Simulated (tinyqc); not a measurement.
Configuration-coordinate model of a defect: Huang-Rhys factor and luminescence line shape: one step, computed by the program tinyqc. Command: `OMP_NUM_THREADS=1 python tinyqc.py 3005683 3005684 out.jsonl ccline walk`. One thread of a shared host (Intel(R) Xeon(R) Processor @ 2.30GHz), about 0.02 s of CPU time with the checks.

Ground state E_g(Q) = (1/2) omega_g^2 Q^2; excited state E_e(Q) = E_0 + (1/2) omega_e^2 (Q - dQ)^2 with omega_e = omega_g and E_0 = E_ZPL. Q is mass-weighted; the dipole does not depend on Q (Condon approximation).

Problem. Emission lines at zero temperature. From the lowest excited level the line to ground level n lies at E_ZPL - n hbar omega_g with Franck-Condon weight exp(-S) S^n/n!; the emitted intensity carries a further factor E^3. S = S_g; up to eleven lines, of positive energy only, from n = max(0, integer part of S - 5).

Inputs (values chosen for the exercise, for a model defect): zero-phonon energy E_ZPL = 0.826 eV; ground-state phonon hbar omega_g = 43.4 meV.

Modes: equal frequencies in both states.

S_g = 0.6915963

Give: Lines.

Solution.

Lines:
```
n   energy (eV)     weight  intensity / largest
0        0.8260  5.008e-01            1.000e+00
1        0.7826  3.463e-01            5.882e-01
2        0.7392  1.198e-01            1.714e-01
3        0.6958  2.761e-02            3.295e-02
4        0.6524  4.774e-03            4.697e-03
5        0.6090  6.603e-04            5.284e-04
6        0.5656  7.611e-05            4.879e-05
7        0.5222  7.519e-06            3.794e-06
8        0.4788  6.500e-07            2.528e-07
9        0.4354  4.995e-08            1.461e-08
10       0.3920  3.455e-09            7.374e-10
```

The weight peaks at n = 0 and the intensity at n = 0.
